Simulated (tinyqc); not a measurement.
Solubility, supersaturation, precipitation and gettering of an impurity in a silicon-like host: one step, computed by the program tinyqc.

The wafer was saturated at T1 and is then held at T.

Problem. Growing precipitates. Growing sinks: with y = r/r_f and y0 = r0/r_f, dy/dt = (1 - y^3)/(3 tau_f y), which integrates to t/tau_f = F(y) - F(y0), F(y) = (1/2) ln[(1 + y + y^2)/(1 - y)^2] - sqrt(3) arctan[(2y + 1)/sqrt(3)]; the share of the excess left is (1 - y^3)/(1 - y0^3), and C(t) = C_eq + (C0 - C_eq) x share.

Inputs (values chosen for the exercise, for a model impurity): temperature of saturation T1 = 1425 K; anneal temperature T = 875 K; initial sink radius r0 = 4.1 nm; anneal time t = 55000 s.

final radius r_f = 144.2520 nm

tau_f = 149382.4 s

C_eq(T) = 1.699034e+13 1/cm^3

C0 = 2.092342e+17 1/cm^3

Give: radius at t; share of the excess left; C(t) with growing sinks.

Solution.

radius at t = 69.892 nm

share of the excess left = 0.88628

C(t) with growing sinks = 1.8544e+17 1/cm^3

11.4 % of the excess has precipitated. Caution: the barrier to homogeneous nucleation is below 35 k_B T for these inputs, so new precipitates would form and outnumber the fixed sinks assumed here.
